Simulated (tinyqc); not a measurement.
Chemical vapour deposition: Grove model, boundary layer, depletion and step coverage: one step, computed by the program tinyqc.

A precursor diffuses to the surface and reacts there at first order; each molecule that reacts adds one formula unit of film.

Task: Boundary layer. nu = nu0 (T/273.15)^1.75 (760/p); Re = U L/nu; mean boundary layer delta = (2/3) L/sqrt(Re), at most b/2; h_g = D/delta. Temperatures in kelvin are T(C) + 273.15.

Inputs (values chosen for the exercise, close to those used for epitaxial silicon from a chlorosilane):
```
quantity                                          value    unit
temperature T                                      1160       C
total pressure p                                    150    torr
gas diffusivity D0 at 273.15 K and 760 torr        0.11  cm^2/s
gas velocity U                                       22    cm/s
kinematic viscosity nu0 at 273.15 K and 760 torr    0.2  cm^2/s
susceptor length L                                   42      cm
channel height b                                    9.4      cm
```

Reactor: horizontal, reduced pressure.

Give: Reynolds number Re; boundary layer delta; mass-transfer coefficient h_g.

Result:

Reynolds number Re = 50.13

boundary layer delta = 3.955 cm

mass-transfer coefficient h_g = 2.563 cm/s
